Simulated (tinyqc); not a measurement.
Electron continuity equation in a given potential, Scharfetter-Gummel discretisation: three discretisations compared.

Steady state in one dimension: J = q mu n E + q D dn/dx with E = -dpsi/dx and D = mu Vt, dJ/dx = q (n/tau - G), fixed densities nL and nR at the ends. The potential is given, psi = U x/L - Ub exp(-((x/L - xb)/sb)^2), and is not changed by the electrons.

10 equal intervals. Fluxes J_i = (q D/h)(n_(i+1) P_i - n_i Q_i), d_i = (psi_(i+1) - psi_i)/Vt: Scharfetter-Gummel P = B(d), Q = B(-d), B(d) = d/(exp(d) - 1); central P = 1 - d/2, Q = 1 + d/2; upwind P = 1 + max(-d, 0), Q = 1 + max(d, 0). Balance at each inner node: J_i - J_(i-1) = q h (n_i/tau - G). The reference is Scharfetter-Gummel on 2000 intervals.

Parameters, values chosen for the exercise; mobility close to that of silicon at room temperature: temperature T = 273 K; electron mobility mu = 1360 cm^2/(V s); length of the region L = 4.2 um; density at x = 0 nL = 7.2e14 cm^-3; density at x = L nR = 0 cm^-3; lifetime tau = 5.2e-10 s; uniform generation rate G = 0 cm^-3 s^-1; potential difference psi(L) - psi(0) U = -0.44 V; depth of the dip in psi (a barrier for electrons) Ub = 0.18 V; position of the barrier over L xb = 0.33; width of the barrier over L sb = 0.12.

Constants: q = 1.602176634e-19 C, kB = 1.380649e-23 J/K, Vt = kB T/q. Results are converted to the units shown.

Densities (cm^-3):
```
node	Scharfetter-Gummel	central	upwind	reference
0	7.200e14	7.200e14	7.200e14	7.200e14
1	8.771e13	-9.197e12	2.251e14	8.788e13
2	1.501e12	3.823e12	4.323e13	1.507e12
3	1.706e9	-1.474e12	5.289e12	1.747e9
4	6.906e8	9.666e11	2.928e12	4.074e8
5	5.152e9	-1.725e13	8.705e12	3.336e9
6	1.952e9	-6.150e12	4.205e12	1.276e9
7	2.978e8	-2.702e11	1.380e12	1.947e8
8	4.275e7	-8.598e9	4.242e11	2.794e7
9	5.480e6	-2.647e8	1.067e11	3.580e6
10	0	0	0	0
```

Largest errors as a share of the largest reference density listed: Scharfetter-Gummel 0.023 %, central 13 %, upwind 19 %. The largest |d| is 6.69. Central differences give 7 negative value(s), since P or Q changes sign once |d| exceeds 2. Upwinding stays positive but acts as if D were larger by the factor 1 + |d|/2, up to 4.35 here.

Computed by the program tinyqc: `OMP_NUM_THREADS=1 python tinyqc.py 2220043 2220044 out.jsonl`, one thread of a shared Intel Xeon 2.30GHz, about 0.01 s for the whole run.
